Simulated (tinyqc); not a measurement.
MOSFET with velocity saturation and source resistance: one step of the calculation.

Strong inversion, charge Q = Cox (Vg - m V) at channel potential V with Vg the gate overdrive, and drift velocity v = mu E/(1 + mu E/vsat). Integrating along the channel gives I = mu Cox (1/L)(Vg Vd - m Vd^2/2)/(1 + Vd/Vc) per width, Vc = vsat L/mu, which peaks at Vdsat. Units: I in uA/um, Rs in ohm um, so the drop over Rs is 1e-6 I Rs volts.

Problem. Saturation current with source resistance. Vg = Vgs - I Rs - VT (0 if negative), mu = mu0/(1 + th Vg), Vc = vsat L/mu, x = sqrt(1 + 2 Vg/(m Vc)), Vdsat = 2 Vg/(m (1 + x)), Isat = Cox vsat Vg (x - 1)/(x + 1) per width. I(new) = Isat.

Parameters, values chosen for the exercise:
- Cox = 1.17 uF/cm^2 (gate capacitance)
- mu0 = 130 cm^2/(V s) (mobility at low gate voltage)
- th = 0.4 1/V (mobility degradation)
- vsat = 1.2e7 cm/s (saturation velocity)
- m = 1.06 (body factor)
- VT = 0.43 V (threshold)
- L = 2 um (channel length)
- Rs = 1500 ohm um (source resistance)
- Vgs = 1.8 V (gate voltage)

I after iteration 1 = 41.631999 uA/um

Wanted: Vg; mu; Vc; Vdsat; Isat; I after iteration 2.

Solution.

Vg = 1.3076 V
mu = 85.357 cm^2/(V s)
Vc = 28.117 V
Vdsat = 1.2076 V
Isat = 38.594 uA/um
I after iteration 2 = 38.594 uA/um

Numbers from tinyqc (`OMP_NUM_THREADS=1 python tinyqc.py 2500120 2500121 out.jsonl`; about 0.01 s on one thread of a shared Intel Xeon 2.30GHz).
